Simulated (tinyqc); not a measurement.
Heisenberg magnet: exchange from energy differences, ordering vector, linear spin waves and ordering temperature. From one set of inputs to another, one input at a time. Computed by tinyqc, a small Python program. Command: `OMP_NUM_THREADS=1 python tinyqc.py 3017216 3017217 out.jsonl magnon ladder`. One thread of a shared host (Intel(R) Xeon(R) Processor @ 2.30GHz), about 2 s of CPU time with the checks.

H = -sum over pairs <ij> J_ij S_i.S_j - K sum_i (S_i^z)^2, each pair once, J > 0 ferromagnetic. First neighbours: 12 at a (0.5, 0.5, 0), second: 6 at a (1, 0, 0), with all permutations and signs.

The inputs printed are set A. Inputs not listed in the table keep their values of set A, so the rows need not describe a real material.

Inputs (values chosen for the exercise, for a model magnet):
```
quantity,value,unit
exchange J1,7.47,meV
exchange J2,2.1,meV
spin S,0.5,-
single-ion anisotropy K,0.27,meV
lattice constant a,3.92,angstrom
mesh divisions n,20,-
temperature T,98,K
```

Lattice: fcc. Order: ferromagnetic.

wave vector q (2 pi/a): [0.31, 0.083, 0.12]

Constants: h x 1 THz = 4.135667696 meV; k_B = 8.617333262e-05 eV/K.

Method:
- J(q) = J1 g1(q) + J2 g2(q), g_s(q) = sum over shell s of cos(q.R).
- g_s(q) = sum over shell s of cos(q.R), z1 = g1(0). E(q) = S [J(0) - J(q)] + (2S - 1) K, J(q) = J1 g1 + J2 g2. The factor 2S - 1 removes the anisotropy for S = 1/2.
- sum R_x^2 over the shells is s1 = 2 a^2 and s2 = 2 a^2. E = gap + D q^2 with D = (S/2)(J1 s1 + J2 s2) and gap = (2S - 1) K.
- Mesh: q = sum_i (m_i + 1/2)/n b_i, m_i = 0..n-1, b = [[-1, 1, 1], [1, -1, 1], [1, 1, -1]] in 2 pi/a; <..> is the mean over the mesh.
- n = 1/(exp(E/(k_B T)) - 1); no zero-point loss; thermal loss <n>; moment = S less the losses.

Each row keeps all changes above it:
```
input moved,from,to,E(q) (meV),stiffness D (meV angstrom^2),thermal loss
set A,-,-,19.2,73.5,0.0370
single-ion anisotropy K (meV),0.27,0.038,19.2,73.5,0.0370
exchange J2 (meV),2.1,-0.061,15.4,56.9,0.0555
temperature T (K),98,100,15.4,56.9,0.0575
spin S,0.5,3.5,107.8,398.5,0.0021
lattice constant a (angstrom),3.92,5.23,107.8,709.3,0.0021
exchange J1 (meV),7.47,0.52,7.0,43.9,0.2163
```

E(q) goes from 19.2 to 7.01, a factor 0.365 in all. The largest single move comes from exchange J1 (a factor 0.0650), and spin S works against it (a factor 7.01). Stiffness D goes from 73.5 to 43.9, a factor 0.598 in all. The largest single move comes from exchange J1 (a factor 0.0620), and spin S works against it (a factor 7.00). Thermal loss goes from 0.0370 to 0.216, a factor 5.85 in all. The largest single move comes from exchange J1 (a factor 103), and spin S works against it (a factor 0.0367). The single moves hold for this order of the switches; the total does not depend on the order.

Caution (rows set A, single-ion anisotropy K, exchange J2, temperature T, spin S, lattice constant a): doubling the mesh changes the thermal sum by more than 3 %, so it is not fully converged.

Extremes, crossings and ranges named in words are read from the listed rows.
